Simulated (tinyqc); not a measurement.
Sputter depth profiling of a dopant layer: erosion rate, quantification and the mixing-roughness response: one step, computed by the program tinyqc. Command: `OMP_NUM_THREADS=1 python tinyqc.py 3028611 3028612 out.jsonl sims walk`. One thread of a shared host (Intel(R) Xeon(R) Processor @ 2.30GHz), about 0.06 s of CPU time with the checks.

A rastered ion beam erodes silicon (49.94 atoms per nm^3). The measured profile is the true one convolved with a depth response.

Task: Erosion and sensitivity. Scaling chosen for the exercise: yield Y = Y1 E^0.5, mixing length w = w1 E^0.5 (E in keV). Erosion rate = Y I/(e x raster^2 x density); depth step = rate x counting time; concentration = RSF x counts/matrix counts; detection limit = RSF x 3 sqrt(background x time)/(matrix rate x time).

Inputs (values chosen for the exercise, modelled on a dopant in silicon under an oxygen or caesium beam):
```
quantity                           value    unit
beam energy E                        3.7     keV
beam current                          68      nA
raster side                          250      um
sputter yield at 1 keV              0.94       -
mixing length at 1 keV               1.2      nm
relative sensitivity factor RSF  4.8e+21  1/cm^3
matrix count rate                1.5e+06     1/s
background count rate                6.8     1/s
counting time per point              0.5       s
```

True profile: box.

Constants: e = 1.602176634e-19 C.

Give: yield Y; mixing length w; erosion rate; depth step; detection limit.

Result:

yield Y = 1.8081

mixing length w = 2.3082 nm

erosion rate = 0.24587 nm/s

depth step = 0.12293 nm

detection limit = 3.5403e+16 1/cm^3

Caution: with so few background counts Poisson statistics, not 3 sqrt(N), set the true limit.
